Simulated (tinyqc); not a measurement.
# From phonon resistivity rho_ph back to Debye temperature Theta

Model: Bloch-Grueneisen resistivity of a metal. Computed by tinyqc, a small Python program. Command: `OMP_NUM_THREADS=1 python tinyqc.py 3007703 3007704 out.jsonl bg inv`. One thread of a shared host (Intel(R) Xeon(R) Processor @ 2.30GHz), about 0.01 s of CPU time with the checks.

Electrons scatter from a Debye spectrum of phonons (n = 5 for scattering within one band, n = 3 for scattering into a second, heavy band) and from static defects.

Inputs (values chosen for the exercise, modelled on silver):
```
quantity                      value  unit
exponent n                        5     -
transport coupling lambda_tr   0.12     -
Drude plasma energy hbar w_p      9    eV
temperature T                   295     K
```

Addition: none.

Constants: k_B = 1.380649e-23 J/K; hbar = 1.054571817e-34 J s; eps_0 = 8.8541878128e-12 F/m; hbar = 6.582119569e-16 eV s.

Method. rho_ph = (n - 1) rho_1 (T/Theta)^n J_n(Theta/T), with rho_1 = 2 pi lambda_tr k_B Theta/(hbar eps_0 w_p^2), the high-temperature line at T = Theta. J_n(y) = int_0^y x^n e^x/(e^x - 1)^2 dx, by 96 Gauss-Legendre points (upper limit at most 60).

Problem. A run gave the result below. Find the Debye temperature Theta, known to lie between 110 and 270 K.

phonon resistivity rho_ph = 1.706088 microohm cm

Solution.

Each step takes the trial c = (a f_b - b f_a)/(f_b - f_a), f being the result less the target and a, b, c the logarithms of the listed values; c replaces end b, the old b replaces a if the sign of f changed, and otherwise f_a is halved.

Scan of the range:
```
Debye temperature Theta (K)  phonon resistivity rho_ph (microohm cm)
110                                                          1.74557
128                                                          1.74082
148                                                          1.73472
172                                                          1.72629
200                                                          1.71493
232                                                          1.70002
270                                                          1.67973
```

False position (Illinois rule, in the logarithm of the input) inside the bracket:
```
step    end a    end b    trial  phonon resistivity rho_ph (microohm cm)
1     200.000  232.000  218.407                                  1.70660
2     232.000  218.407  219.444                                  1.70612
3     232.000  219.444  219.552                                  1.70606
4     219.444  219.552  219.501                                  1.70609
5     219.552  219.501  219.501                                  1.70609
```

Phonon resistivity rho_ph falls at every point of a 13-point scan of the range (every second point is shown), so one value fits; it is bracketed by 200 and 232. Answer: Debye temperature Theta = 219.5 K.
